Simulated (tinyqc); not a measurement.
Inside a calculation. Method: plane-wave Kohn-Sham cycle with exchange-only LDA in a layered model solid. Computed by tinyqc, a small Python program that keeps every step. Settings: points = 16, plane-wave index or count = 2, electrons = 4, k points = 4, area = 19.0, mixing = 0.5, iteration cap = 56. Command: `OMP_NUM_THREADS=1 python tinyqc.py 21286 21287 out.jsonl` (the two numbers bound the seeds that draw the settings). One thread of a shared host (Intel(R) Xeon(R) Processor @ 2.60GHz), about 0.03 s of CPU time with the checks.

A solid whose potential varies along x alone (atomic units):
```
parameter                      value
period a                   12.900000
cross-section of the cell  19.000000
electrons per cell                 4
grid points                       16
plane waves -n..n, n               2
k points                           4
V1 in V1 cos(2 pi x/a)     -0.410000
V2 in V2 cos(4 pi x/a)     -0.140000
```

Stop when sqrt(dV sum R^2) is below 1e-8, dV = a A/N.

Course of the cycle:
```
iteration  E (hartree)  norm of the residual
1          -1.22824313              2.24e-01
2          -0.98687511              1.64e-01
3          -0.84912194              1.14e-01
4          -0.91141207              1.27e-01
5          -0.85608092              1.25e-01
6          -0.91797594              1.27e-01
7          -0.85814212              1.27e-01
8          -0.92009790              1.27e-01
9          -0.85843283              1.28e-01
10         -0.92043635              1.28e-01
11         -0.85845302              1.28e-01
...                ...                   ...
46         -0.92046585              1.28e-01
47         -0.85845132              1.28e-01
48         -0.92046585              1.28e-01
49         -0.85845132              1.28e-01
50         -0.92046585              1.28e-01
51         -0.85845132              1.28e-01
52         -0.92046585              1.28e-01
53         -0.85845132              1.28e-01
54         -0.92046585              1.28e-01
55         -0.85845132              1.28e-01
56         -0.92046585              1.28e-01
```

Can the last value be used, and what does the course show?

Not by the stop rule. Not converged within 56 iterations: the residual has stopped falling: the iteration swings between two states. Reruns (cap 100 unless said): mixing 0.1: not converged; mixing 0.5, Kerker q0 1.0: converged in 54 (E = -0.80437); mixing 0.3, Pulay depth 5: converged in 11 (E = -0.80437); the original settings with a cap of 400: not converged.
